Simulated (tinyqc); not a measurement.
MP2 on RHF in the sto-6g basis, for H3+, spin multiplicity 1, step by step. Computed by tinyqc, a small Python program that keeps every step (integrals from PySCF). Settings: charge = 1, multiplicity = 1, basis = sto-6g, method = RHF, energy threshold = 1e-10, iteration cap = 89, orthogonalisation = canonical, start = core, DIIS depth = 6. Command: `OMP_NUM_THREADS=1 python tinyqc.py 20749 20750 out.jsonl` (the two numbers bound the seeds that draw the settings). One thread of a shared host (Intel(R) Xeon(R) Processor @ 2.60GHz), about 0.09 s of CPU time with the checks. The early iterations of the SCF are left out here.

## One-electron integrals

Geometry (angstrom):
```
atom        x        y         z
H     0.00000  0.00000   0.00000
H     0.00000  0.00000   0.92500
H     0.00000  0.73600  -0.56000
```

Basis sto-6g: exponents (1/bohr^2) and contraction coefficients of normalised primitives:
```
element  l (shell)  exponent  coefficient
H            s (1)  35.52322      0.00916
H            s (1)   6.51314      0.04936
H            s (1)   1.82214      0.16854
H            s (1)   0.62596      0.37056
H            s (1)   0.24308      0.41649
H            s (1)   0.10011      0.13033
```

Overlap, kinetic and nuclear-attraction integrals over the contracted functions; the nuclear repulsion is the sum of Za Zb / Rab.

nuclear repulsion = 1.4635616 hartree

overlap S:
```
         1H 1s    2H 1s    3H 1s
1H 1s  1.00000  0.54181  0.54192
2H 1s  0.54181  1.00000  0.20393
3H 1s  0.54192  0.20393  1.00000
```

kinetic energy T (hartree):
```
         1H 1s     2H 1s     3H 1s
1H 1s  0.76852   0.14097   0.14105
2H 1s  0.14097   0.76852  -0.00223
3H 1s  0.14105  -0.00223   0.76852
```

nuclear attraction V (hartree):
```
          1H 1s     2H 1s     3H 1s
1H 1s  -2.33634  -1.12552  -1.12581
2H 1s  -1.12552  -2.10653  -0.39067
3H 1s  -1.12581  -0.39067  -2.10662
```

core Hamiltonian H = T + V (hartree):
```
          1H 1s     2H 1s     3H 1s
1H 1s  -1.56782  -0.98455  -0.98476
2H 1s  -0.98455  -1.33801  -0.39290
3H 1s  -0.98476  -0.39290  -1.33810
```

## Two-electron integrals

Functions are numbered as in S; the eight-fold symmetry (ij|kl) = (ji|kl) = (kl|ij) leaves the list below.

Two-electron integrals (ij|kl) in chemists' order, unique and non-zero (hartree):
```
(11|11) 0.77500   (21|11) 0.34535   (21|21) 0.19145   (22|11) 0.50312
(22|21) 0.34535   (22|22) 0.77500   (31|11) 0.34544   (31|21) 0.15000
(31|22) 0.21685   (31|31) 0.19154   (32|11) 0.11825   (32|21) 0.06115
(32|22) 0.10433   (32|31) 0.06116   (32|32) 0.02275   (33|11) 0.50318
(33|21) 0.21682   (33|22) 0.31558   (33|31) 0.34544   (33|32) 0.10433
(33|33) 0.77500
```

## Orthogonalisation

S = U s U^T; canonical form X = U s^(-1/2), so that X^T S X = 1. Each column of U has its largest component positive (the first on a tie).

eigenvalues of S: 0.32889  0.79607  1.87504

X:
```
              1         2        3
1H 1s   1.31178  -0.00007  0.48113
2H 1s  -0.81217   0.79261  0.38846
3H 1s  -0.81247  -0.79243  0.38850
```

## Iteration 4 (converged): orbitals

converged F (hartree):
```
          1H 1s     2H 1s     3H 1s
1H 1s  -0.85684  -0.72202  -0.72215
2H 1s  -0.72202  -0.62932  -0.38364
3H 1s  -0.72215  -0.38364  -0.62939
```

Diagonalise F' = X^T F X, C = X C', fill 1 alpha and 1 beta electrons from the bottom; D = 2 C_occ C_occ^T. Each column has its largest component positive (the first on a tie).

F' = X^T F X (hartree):
```
          1         2         3
1   0.26648   0.00000  -0.07296
2   0.00000  -0.30866   0.00001
3  -0.07296   0.00001  -1.04397
```

orbital energies (hartree): MO1 -1.04802, MO2 -0.30866, MO3 0.27053

coefficients C:
```
           MO1       MO2       MO3
1H 1s  0.55309  -0.00007   1.28310
2H 1s  0.34284   0.79262  -0.83244
3H 1s  0.34289  -0.79242  -0.83276
```

D after iteration 4:
```
         1H 1s    2H 1s    3H 1s
1H 1s  0.61182  0.37924  0.37930
2H 1s  0.37924  0.23508  0.23511
3H 1s  0.37930  0.23511  0.23515
```

## Convergence

Stop when the energy changes by less than 1e-10 hartree and every element of the error matrix X^T (F D S - S D F) X is below 3e-06.

Course of the cycle:
```
iteration  E (hartree)     change  largest element of the error matrix
1           -1.1969384          -                             2.17e-01
2           -1.2175438  -2.06e-02                             3.00e-02
3           -1.2179387  -3.95e-04                             9.35e-06
4           -1.2179387  -3.84e-11                             9.59e-08
```

PySCF RHF in the same basis = -1.2179387 hartree

Converged in 4 iterations.

## Integrals over molecular orbitals

(pq|rs) = sum C_ip C_jq C_kr C_ls (ij|kl), one index at a time.

one-electron integrals over orbitals h = C^T H C (hartree):
```
          1         2         3
1  -1.63348   0.00003  -0.08385
2   0.00003  -1.18728  -0.00002
3  -0.08385  -0.00002  -0.77338
```

Two-electron integrals over orbitals (pq|rs), unique and non-zero (hartree):
```
(11|11) 0.58547     (21|11) -3.07e-05   (21|21) 0.14504     (22|11) 0.51183
(22|21) 4.63e-05    (22|22) 0.56709     (31|11) 0.08385     (31|21) 8.88e-06
(31|22) -0.04301    (31|31) 0.13614     (32|11) 1.45e-05    (32|21) -0.13108
(32|22) -4.29e-05   (32|31) -2.89e-05   (32|32) 0.14085     (33|11) 0.59003
(33|21) -0.00005    (33|22) 0.52535     (33|31) 0.09270     (33|32) 3.50e-05
(33|33) 0.63284
```

## Second-order Moller-Plesset energy

Hartree-Fock energy = -1.2179387 hartree

E2 = sum_ijab (ia|jb) [2 (ia|jb) - (ib|ja)] / (e_i + e_j - e_a - e_b) over occupied i, j and virtual a, b; the opposite-spin part is (ia|jb)^2 / denominator, the rest is same-spin, and SCS-MP2 scales them by 6/5 and 1/3.

Terms:
```
i  j  a  b   (ia|jb)   (ib|ja)  denominator       term
1  1  2  2   0.14504   0.14504     -1.47870   -0.01423
1  1  3  3   0.13614   0.13614     -2.63709   -0.00703
1  1  2  3  8.88e-06  8.88e-06     -2.05790  -3.83e-11
1  1  3  2  8.88e-06  8.88e-06     -2.05790  -3.83e-11
```

Pair energies (hartree; pair i-j sums ij and ji):
```
pair  opposite spin  same spin
1-1        -0.02125          0
```

MP2 correlation energy = -0.0212534 hartree

SCS-MP2 correlation energy = -0.0255041 hartree

MP2 total energy = -1.2391921 hartree
